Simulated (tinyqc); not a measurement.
Changing the width sigma of the defect charge: finite-size error of a charged defect in a periodic cell: Madelung and Makov-Payne terms. Computed by tinyqc, a small Python program. Command: `OMP_NUM_THREADS=1 python tinyqc.py 3018390 3018391 out.jsonl imagecharge sweep`. One thread of a shared host (Intel(R) Xeon(R) Processor @ 2.30GHz), about 0.1 s of CPU time with the checks.

L is the cube root of the cell volume. The defect charge is a Gaussian, rho(r) = q (2 pi sigma^2)^(-3/2) exp(-r^2/2 sigma^2), repeated periodically in a uniform neutralising background and screened by a continuum. The model cell energy is E(L) = E_0 + [periodic - isolated electrostatic energy].

Inputs (values chosen for the exercise, with screening close to that of GaAs): charge q = -3 e; cell length L = 16.7 angstrom; dielectric constant eps = 12.6; formation energy of the isolated defect E_0 = 5.668 eV.

Supercell lattice: bcc. Screening: isotropic.

Constants: e^2/(4 pi eps_0) = 14.39964548 eV angstrom.

Method:
- Cell vectors: (-1,1,1), (1,-1,1), (1,1,-1), scaled to volume L^3.
- Ewald sum for a unit point charge: scale each Cartesian component of the cell by 1/sqrt(eps_i), giving R', G' and V'; E = [ (1/2) sum erfc(eta R')/R' + (2 pi/V') sum exp(-G'^2/4 eta^2)/G'^2 - eta/sqrt(pi) - pi/(2 V' eta^2) ] e^2/(4 pi eps_0) / sqrt(eps_x eps_y eps_z), over n_i = -6..6, omitting n = (0,0,0), eta = 2/V'^(1/3). alpha = -2 E eps_g L/(e^2/(4 pi eps_0)), eps_g = (eps_x eps_y eps_z)^(1/3).
- Periodic energy of the Gaussian: (2 pi q^2/V) sum_(G != 0) exp(-sigma^2 G^2)/(G.eps.G) x e^2/(4 pi eps_0), n_i = -k..k with k = max(9, L/sigma rounded up). Isolated energy: q^2/(2 sqrt(pi) sigma) <1/(n.eps.n)> e^2/(4 pi eps_0), the mean over directions n, here 1/eps.

One run for each value; columns: (1) width sigma of the defect charge (angstrom); (2) finite-size error (eV); (3) isolated energy (eV); (4) point-charge correction -q^2 E (eV):
```
(1)       (2)    (3)     (4)
0.70  -0.8827  4.145  0.8895
0.88  -0.8788  3.297  0.8895
1.10  -0.8727  2.638  0.8895
1.40  -0.8623  2.072  0.8895
1.80  -0.8445  1.612  0.8895
2.20  -0.8223  1.319  0.8895
2.80  -0.7807  1.036  0.8895
3.50  -0.7201  0.829  0.8895
```

Over the rows, finite-size error (eV) rises from -0.883 to -0.720 (exponent d ln y / d ln x -0.020 between the first rows and -0.36 between the last); isolated energy (eV) falls from 4.14 to 0.829 (exponent d ln y / d ln x about -1.00 throughout); point-charge correction -q^2 E (eV) does not change. The exponent of isolated energy stays at -1: the self-energy goes as 1/sigma. The true error shrinks from 99 % to 81 % of the point-charge term as the charge spreads: a delocalised charge needs less correction.
